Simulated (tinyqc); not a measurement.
# Octagonal on-chip spiral inductor, lumped pi model, step by step

Computed by the program tinyqc: `OMP_NUM_THREADS=1 python tinyqc.py 2302120 2302121 out.jsonl`, one thread of a shared Intel Xeon 2.30GHz, about 0.01 s for the whole run. Printed values are rounded.

Outer diameter do = di + 2 n wd + 2 (n - 1) sp, mean da = (do + di)/2, fill p = (do - di)/(do + di), length l = 3.314 n da. L = 2.25 mu0 n^2 da/(1 + 3.55 p), mu0 = 4 pi 1e-7 H/m. Rs = rho l/(wd delta (1 - exp(-th/delta))), delta = sqrt(rho/(pi f mu0)). Cs = n wd^2 eps0 eo/hu across the coil. At each end Cox = l wd eps0 eo/(2 ho) leads to the substrate branch Rsi = 2 rs he/(l wd) in parallel with Csi = l wd eps0 11.7/(2 he). With one end grounded Y = 1/(Rs + i w L) + i w Cs + 1/[1/(i w Cox) + 1/(1/Rsi + i w Csi)], w = 2 pi f; Q = -Im Y/Re Y. Eddy currents in neighbouring turns and in the substrate are left out.

Parameters, values chosen for the exercise; values of the order met in silicon radio-frequency processes:
- n = 4.5 (number of turns)
- wd = 4 um (line width)
- sp = 1.5 um (space between turns)
- di = 140 um (inner diameter)
- th = 3.4 um (metal thickness)
- rho = 2.2 uohm cm (metal resistivity)
- ho = 9.1 um (oxide below the coil)
- hu = 1 um (oxide between coil and underpass)
- eo = 3 (relative permittivity of the oxide)
- rs = 10 ohm cm (substrate resistivity)
- he = 30 um (effective spreading depth in the substrate)
- f = 11 GHz (frequency)

Constants: eps0 = 8.8541878128e-12 F/m. Results are converted to the units shown.

## Geometry and model elements

do, l, L, delta, Rs, Cs, Cox, Rsi and Csi as defined.

do = 186.5 um
l = 2434.55 um
L = 6.20818 nH
delta = 0.711763 um
Rs = 18.9723 ohm
Cs = 1.91250 fF
Cox = 14.2127 fF
Rsi = 616.131 ohm
Csi = 16.8136 fF

Rs is 4.82 times the direct-current value in this empirical form, which overstates the skin effect of a flat slab when delta is near th and so stands in for some current crowding.

## Admittance, quality factor and apparent inductance

Series branch 1/(Rs + i w L), substrate branch, total Y, Q = -Im Y/Re Y, apparent inductance Im(1/Y)/w, metal-only value w L/Rs, share of the loss in the substrate Re(substrate branch)/Re Y.

series branch = 0.10285-2.32603i mS
substrate branch = 0.216536+0.696220i mS
Y = 0.31938-1.49763i mS
Q = 4.68911
apparent inductance = 9.24077 nH
w L/Rs = 22.6161
share of the loss in the substrate = 67.7979 %

Q is 20.7 % of the metal-only value.
